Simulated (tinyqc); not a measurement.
Capacitance of parallel on-chip lines from Laplace's equation on a mesh: two steps of the calculation.

Cross-section of an endless row of equal lines between two grounded planes; neighbours are driven in antiphase (+1 V and -1 V), so the plane midway between two lines is at 0 V. By symmetry one quarter is solved: x runs from the centre of a line (column 0, mirror) to that midplane (column 4, 0 V), y from the mid-height of the line (row 0, mirror) to the ground plane (row 4, 0 V). The line fills columns 0 to 1 and rows 0 to 1 at 1 V. Cells beside the line (below row 1) have e2, cells above have e1. Each link between nodes has the conductance g = mean permittivity of the two cells beside it (a cell beyond a mirror counts as 0), and the free nodes obey sum g (V_neighbour - V) = 0.

Inputs (values chosen for the exercise): relative permittivity above and below the lines e1 = 2.7; relative permittivity between the lines e2 = 2.4; over-relaxation factor om = 1.2.

Problem 1. Link conductances. gx[j, i] joins node (row j, column i) to column i + 1, gy[j, i] to row j + 1.

Give: gx; gy.

Solution 1.

gx:
```
        col 0   col 1   col 2   col 3
row 0  1.2000  1.2000  1.2000  1.2000
row 1  2.5500  2.5500  2.5500  2.5500
row 2  2.7000  2.7000  2.7000  2.7000
row 3  2.7000  2.7000  2.7000  2.7000
row 4  1.3500  1.3500  1.3500  1.3500
```

gy:
```
        col 0   col 1   col 2   col 3   col 4
row 0  1.2000  2.4000  2.4000  2.4000  1.2000
row 1  1.3500  2.7000  2.7000  2.7000  1.3500
row 2  1.3500  2.7000  2.7000  2.7000  1.3500
row 3  1.3500  2.7000  2.7000  2.7000  1.3500
```

Problem 2. Relaxation sweep. One sweep visits the free nodes row by row from row 0, left to right, and replaces V by V + om (weighted mean of the neighbours - V), using new values at once.

V at the start (V):
```
       col 0  col 1  col 2  col 3  col 4
row 0      1      1      0      0      0
row 1      1      1      0      0      0
row 2      0      0      0      0      0
row 3      0      0      0      0      0
row 4      0      0      0      0      0
```

gx:
```
       col 0  col 1  col 2  col 3
row 0    1.2    1.2    1.2    1.2
row 1   2.55   2.55   2.55   2.55
row 2    2.7    2.7    2.7    2.7
row 3    2.7    2.7    2.7    2.7
row 4   1.35   1.35   1.35   1.35
```

gy:
```
       col 0  col 1  col 2  col 3  col 4
row 0    1.2    2.4    2.4    2.4    1.2
row 1   1.35    2.7    2.7    2.7   1.35
row 2   1.35    2.7    2.7    2.7   1.35
row 3   1.35    2.7    2.7    2.7   1.35
```

Find: V after sweep 1.

Solution 2.

V after sweep 1 (V):
```
        col 0   col 1   col 2   col 3   col 4
row 0  1.0000  1.0000  0.3000  0.0900  0.0000
row 1  1.0000  1.0000  0.3847  0.1408  0.0000
row 2  0.3000  0.3900  0.2324  0.1120  0.0000
row 3  0.0900  0.1440  0.1129  0.0675  0.0000
row 4  0.0000  0.0000  0.0000  0.0000  0.0000
```

Program tinyqc, `OMP_NUM_THREADS=1 python tinyqc.py 2790169 2790170 out.jsonl`; Intel Xeon 2.30GHz, shared host, one thread, about 1 s.
